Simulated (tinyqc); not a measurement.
Inside a calculation. Method: CIS and TDHF on RHF in the sto-3g basis, for BeH2, spin multiplicity 1. One step of it, computed by the program tinyqc.

Problem. Integrals over molecular orbitals. (pq|rs) = sum C_ip C_jq C_kr C_ls (ij|kl), one index at a time.

coefficients C:
```
               MO1        MO2        MO3        MO4       MO5        MO6        MO7
1Be 1s    0.991824  -0.214042   0.000000   0.060327  0.000000  -0.220774   0.000000
1Be 2s    0.031398   0.595312   0.000000  -0.256668  0.000000   1.062489   0.000000
1Be 2px   0.000000   0.000000   0.000000   0.000000  1.000000   0.000000   0.000000
1Be 2py   0.000000   0.000000   0.497217   0.000000  0.000000   0.000000   1.254309
1Be 2pz  -0.000076   0.026808   0.000000   0.964468  0.000000   0.279149   0.000000
2H 1s    -0.003737   0.391648   0.425208   0.121071  0.000000  -0.741218  -0.863938
3H 1s    -0.003737   0.391648  -0.425208   0.121071  0.000000  -0.741218   0.863938
```

core Hamiltonian H = T + V (hartree), lower triangle:
```
            1Be 1s     1Be 2s    1Be 2px    1Be 2py    1Be 2pz      2H 1s      3H 1s
1Be 1s   -8.567825
1Be 2s   -2.114104  -2.774781
1Be 2px   0.000000   0.000000  -2.241873
1Be 2py   0.000000   0.000000   0.000000  -2.434204
1Be 2pz  -0.003320  -0.030121   0.000000   0.000000  -2.244551
2H 1s    -0.394466  -1.046981   0.000000  -1.134770  -0.136626  -2.038966
3H 1s    -0.394466  -1.046981   0.000000   1.134770  -0.136626  -0.066611  -2.038966
```

Two-electron integrals (ij|kl) in chemists' order, unique and non-zero (hartree):
```
(11|11) 2.298831    (21|11) 0.392036    (21|21) 0.079539    (22|11) 0.570988
(22|21) 0.143041    (22|22) 0.417683    (31|31) 0.014607    (32|31) 0.021888
(32|32) 0.092265    (33|11) 0.569578    (33|21) 0.143083    (33|22) 0.417589
(33|33) 0.449859    (41|41) 0.014607    (42|41) 0.021888    (42|42) 0.092265
(43|43) 0.024249    (44|11) 0.569578    (44|21) 0.143083    (44|22) 0.417589
(44|33) 0.401360    (44|44) 0.449859    (51|51) 0.014607    (52|51) 0.021888
(52|52) 0.092265    (53|53) 0.024249    (54|54) 0.024249    (55|11) 0.569578
(55|21) 0.143083    (55|22) 0.417589    (55|33) 0.401360    (55|44) 0.401360
(55|55) 0.449859    (61|11) 0.071264    (61|21) 0.014451    (61|22) 0.026214
(61|33) 0.026031    (61|41) 0.001266    (61|42) 0.002393    (61|44) 0.026585
(61|51) 0.000149    (61|52) 0.000282    (61|54) 0.000065    (61|55) 0.026038
(61|61) 0.002753    (62|11) 0.180811    (62|21) 0.046001    (62|22) 0.147373
(62|33) 0.141691    (62|41) 0.005967    (62|42) 0.037315    (62|44) 0.158372
(62|51) 0.000704    (62|52) 0.004403    (62|54) 0.001968    (62|55) 0.141923
(62|61) 0.009247    (62|62) 0.078898    (63|31) 0.004119    (63|32) 0.019535
(63|43) 0.006378    (63|53) 0.000753    (63|63) 0.007032    (64|11) 0.195624
(64|21) 0.050359    (64|22) 0.169097    (64|33) 0.159085    (64|41) 0.009640
(64|42) 0.057781    (64|44) 0.188715    (64|51) 0.000651    (64|52) 0.004513
(64|54) 0.002744    (64|55) 0.159320    (64|61) 0.010553    (64|62) 0.102738
(64|64) 0.137875    (65|11) 0.023084    (65|21) 0.005942    (65|22) 0.019953
(65|33) 0.018772    (65|41) 0.000651    (65|42) 0.004513    (65|44) 0.020763
(65|51) 0.004196    (65|52) 0.020067    (65|54) 0.006613    (65|55) 0.020305
(65|61) 0.001245    (65|62) 0.012123    (65|64) 0.015439    (65|65) 0.008854
(66|11) 0.348730    (66|21) 0.090285    (66|22) 0.324748    (66|33) 0.301366
(66|41) 0.013407    (66|42) 0.109356    (66|44) 0.370281    (66|51) 0.001582
(66|52) 0.012904    (66|54) 0.008132    (66|55) 0.302325    (66|61) 0.018568
(66|62) 0.222986    (66|64) 0.307656    (66|65) 0.036303    (66|66) 0.774606
(71|11) 0.071264    (71|21) 0.014451    (71|22) 0.026214    (71|33) 0.026031
(71|41) -0.001266   (71|42) -0.002393   (71|44) 0.026585    (71|51) 0.000149
(71|52) 0.000282    (71|54) -0.000065   (71|55) 0.026038    (71|61) 0.002517
(71|62) 0.007819    (71|64) 0.008268    (71|65) 0.001063    (71|66) 0.015199
(71|71) 0.002753    (72|11) 0.180811    (72|21) 0.046001    (72|22) 0.147373
(72|33) 0.141691    (72|41) -0.005967   (72|42) -0.037315   (72|44) 0.158372
(72|51) 0.000704    (72|52) 0.004403    (72|54) -0.001968   (72|55) 0.141923
(72|61) 0.007819    (72|62) 0.040190    (72|64) 0.042308    (72|65) 0.006105
(72|66) 0.083544    (72|71) 0.009247    (72|72) 0.078898    (73|31) 0.004119
(73|32) 0.019535    (73|43) -0.006378   (73|53) 0.000753    (73|63) 0.002794
(73|73) 0.007032    (74|11) -0.195624   (74|21) -0.050359   (74|22) -0.169097
(74|33) -0.159085   (74|41) 0.009640    (74|42) 0.057781    (74|44) -0.188715
(74|51) -0.000651   (74|52) -0.004513   (74|54) 0.002744    (74|55) -0.159320
(74|61) -0.008268   (74|62) -0.042308   (74|64) -0.043197   (74|65) -0.006333
(74|66) -0.087359   (74|71) -0.010553   (74|72) -0.102738   (74|74) 0.137875
(75|11) 0.023084    (75|21) 0.005942    (75|22) 0.019953    (75|33) 0.018772
(75|41) -0.000651   (75|42) -0.004513   (75|44) 0.020763    (75|51) 0.004196
(75|52) 0.020067    (75|54) -0.006613   (75|55) 0.020305    (75|61) 0.001063
(75|62) 0.006105    (75|64) 0.006333    (75|65) 0.003701    (75|66) 0.012947
(75|71) 0.001245    (75|72) 0.012123    (75|74) -0.015439   (75|75) 0.008854
(76|11) 0.011214    (76|21) 0.002779    (76|22) 0.007915    (76|33) 0.007791
(76|44) 0.008122    (76|51) 0.000087    (76|52) 0.000432    (76|55) 0.007826
(76|61) 0.000512    (76|62) 0.002886    (76|64) 0.003356    (76|65) 0.000486
(76|66) 0.006544    (76|71) 0.000512    (76|72) 0.002886    (76|74) -0.003356
(76|75) 0.000486    (76|76) 0.000154    (77|11) 0.348730    (77|21) 0.090285
(77|22) 0.324748    (77|33) 0.301366    (77|41) -0.013407   (77|42) -0.109356
(77|44) 0.370281    (77|51) 0.001582    (77|52) 0.012904    (77|54) -0.008132
(77|55) 0.302325    (77|61) 0.015199    (77|62) 0.083544    (77|64) 0.087359
(77|65) 0.012947    (77|66) 0.176382    (77|71) 0.018568    (77|72) 0.222986
(77|74) -0.307656   (77|75) 0.036303    (77|76) 0.006544    (77|77) 0.774606
```

Give: one-electron integrals over orbitals h = C^T H C; Two-electron integrals over orbitals.

Solution.

one-electron integrals over orbitals h = C^T H C (hartree), lower triangle:
```
        1       2       3       4       5       6       7
1  -8.556
2   0.211  -2.336
3   0.000   0.000  -2.275
4  -0.062   0.026   0.000  -2.229
5   0.000   0.000   0.000   0.000  -2.242
6   0.194  -0.230   0.000  -0.064   0.000  -1.911
7   0.000   0.000  -0.305   0.000   0.000   0.000  -1.855
```

Two-electron integrals over orbitals (pq|rs), unique and non-zero (hartree):
```
(11|11) 2.272       (21|11) -0.189      (21|21) 0.024       (22|11) 0.464
(22|21) -0.006      (22|22) 0.380       (31|31) 0.005       (32|31) 0.012
(32|32) 0.160       (33|11) 0.428       (33|21) -2.41e-03   (33|22) 0.392
(33|33) 0.415       (41|11) 0.052       (41|21) -0.006      (41|22) 3.75e-03
(41|33) 2.11e-03    (41|41) 0.017       (42|11) -0.025      (42|21) 1.91e-03
(42|22) 0.011       (42|33) 0.013       (42|41) 0.014       (42|42) 0.048
(43|31) -1.90e-04   (43|32) 0.017       (43|43) 0.016       (44|11) 0.564
(44|21) -0.008      (44|22) 0.354       (44|33) 0.340       (44|41) -0.006
(44|42) -0.033      (44|44) 0.454       (51|51) 0.016       (52|51) 0.015
(52|52) 0.048       (53|53) 0.013       (54|51) -4.24e-03   (54|52) -0.011
(54|54) 0.026       (55|11) 0.569       (55|21) -0.007      (55|22) 0.357
(55|33) 0.340       (55|41) 1.71e-03    (55|42) -0.012      (55|44) 0.399
(55|55) 0.450       (61|11) -0.185      (61|21) 0.024       (61|22) -0.005
(61|33) -2.75e-03   (61|41) -2.73e-03   (61|42) 4.84e-03    (61|44) -0.007
(61|55) -0.005      (61|61) 0.025       (62|11) 0.129       (62|21) -0.006
(62|22) -0.015      (62|33) -0.040      (62|41) 4.75e-03    (62|42) -0.006
(62|44) 0.055       (62|55) 0.063       (62|61) -3.84e-03   (62|62) 0.081
(63|31) -8.60e-04   (63|32) -0.091      (63|43) -0.014      (63|63) 0.083
(64|11) 0.023       (64|21) 3.89e-04    (64|22) 2.66e-03    (64|33) -0.005
(64|41) 0.014       (64|42) 0.036       (64|44) -2.25e-03   (64|55) 0.009
(64|61) 3.81e-03    (64|62) 0.026       (64|64) 0.042       (65|51) 0.016
(65|52) 0.045       (65|54) -0.007      (65|65) 0.048       (66|11) 0.470
(66|21) -0.006      (66|22) 0.384       (66|33) 0.393       (66|41) 0.010
(66|42) 0.029       (66|44) 0.348       (66|55) 0.358       (66|61) -4.08e-03
(66|62) -0.020      (66|64) 0.017       (66|66) 0.410       (71|31) 0.010
(71|32) 0.018       (71|43) -7.24e-04   (71|63) -3.10e-04   (71|71) 0.019
(72|31) 4.31e-03    (72|32) -0.040      (72|43) -0.014      (72|63) 0.061
(72|71) 0.008       (72|72) 0.057       (73|11) 0.148       (73|21) -4.24e-03
(73|22) -1.33e-03   (73|33) -0.019      (73|41) -1.04e-04   (73|42) -0.020
(73|44) 0.066       (73|55) 0.068       (73|61) -3.69e-03   (73|62) 0.075
(73|64) 0.013       (73|66) -0.021      (73|73) 0.086       (74|31) -3.02e-03
(74|32) -0.033      (74|43) 0.010       (74|63) 0.020       (74|71) -0.005
(74|72) 0.006       (74|74) 0.024       (75|53) 0.013       (75|75) 0.017
(76|31) 0.010       (76|32) 0.136       (76|43) 0.018       (76|63) -0.088
(76|71) 0.015       (76|72) -0.049      (76|74) -0.028      (76|76) 0.130
(77|11) 0.552       (77|21) -0.008      (77|22) 0.405       (77|33) 0.422
(77|41) 1.55e-03    (77|42) 2.52e-03    (77|44) 0.382       (77|55) 0.380
(77|61) -0.008      (77|62) -0.022      (77|64) -0.007      (77|66) 0.414
(77|73) 1.11e-03    (77|77) 0.460
```
